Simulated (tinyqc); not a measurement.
From isolated dopants to a band: overlap of hydrogenic dopants: pairs, impurity band and the Mott density.

Ry* = Ry m/eps^2, aB = a0 eps/m. For 1s orbitals a distance rho = R/aB apart, in Ry*: overlap S = exp(-rho)(1 + rho + rho^2/3), J = (2/rho)(1 - (1 + rho) exp(-2 rho)) (attraction to the other ion), Kx = 2 (1 + rho) exp(-rho) (exchange of one electron). One electron on a pair has E = -1 - (J +/- Kx)/(1 +/- S), without the repulsion 2/rho of the ions. Hopping after orthogonalisation: t = (Kx - S J)/(1 - S^2), half the splitting. Dopants on a lattice with z neighbours, n = (3 sqrt3/4)/R^3 (bcc), give a band of width B = 2 z t, as on any lattice of two interpenetrating sublattices. Valleys, central cells and disorder are left out.

Constants: Ry = 13.60569312 eV; a0 (Bohr radius) = 0.5291772105 angstrom.

Parameters, chosen for this exercise (an isotropic mass and dielectric constant of the size used for donors in Ge; not measured data):

| symbol | value | unit | meaning |
|---|---|---|---|
| m | 0.111 | m0 | mass |
| eps | 16.5 |  | dielectric constant |
| z | 8 |  | neighbours in the dopant lattice |
| u | 1.25 | Ry* | cost of a second electron on one dopant |

The distance R/aB is varied; density from the lattice formula.

Against distance:

| R/aB | n (1/cm^3) | n^(1/3) aB | S | t (meV) | B (meV) | B/u |
|---|---|---|---|---|---|---|
| 10.0 | 2.67e+15 | 0.109 | 0.0020 | 0.0033 | 0.053 | 0.008 |
| 7.0 | 7.78e+15 | 0.156 | 0.0222 | 0.0458 | 0.733 | 0.106 |
| 6.0 | 1.24e+16 | 0.182 | 0.0471 | 0.1057 | 1.691 | 0.244 |
| 5.0 | 2.14e+16 | 0.218 | 0.0966 | 0.2365 | 3.784 | 0.546 |
| 4.5 | 2.93e+16 | 0.242 | 0.1361 | 0.3490 | 5.585 | 0.805 |
| 4.0 | 4.17e+16 | 0.273 | 0.1893 | 0.5102 | 8.164 | 1.177 |
| 3.5 | 6.22e+16 | 0.312 | 0.2592 | 0.7390 | 11.824 | 1.705 |
| 3.0 | 9.88e+16 | 0.364 | 0.3485 | 1.0624 | 16.999 | 2.451 |

Give the missing row, R/aB = 8.0.

Computed row:
```
R/aB  n (1/cm^3)  n^(1/3) aB       S  t (meV)  B (meV)    B/u
8.0     5.21e+15       0.136  0.0102   0.0194    0.310  0.045
```

critical densities (1/cm^3): B = u 3.56e+16, B = (2/sqrt3) u 4.09e+16, n^(1/3) aB = 0.26 3.61e+16

From R = 10 to 5 aB the density rises eightfold and the band widens by a factor 72, since t falls about as R exp(-R/aB). B passes u at 3.6e+16/cm^3, n^(1/3) aB = 0.259; the screening rule gives a density 1.01 times that. An ordered lattice overstates the ease of conduction, as random spacing localises the tails, and below R = 4 aB (S above 0.19) nearest-neighbour hopping alone is no longer enough.

tinyqc: `OMP_NUM_THREADS=1 python tinyqc.py 1481449 1481450 out.jsonl`; about 0.01 s, one thread, shared Intel(R) Xeon(R) Processor @ 2.30GHz.
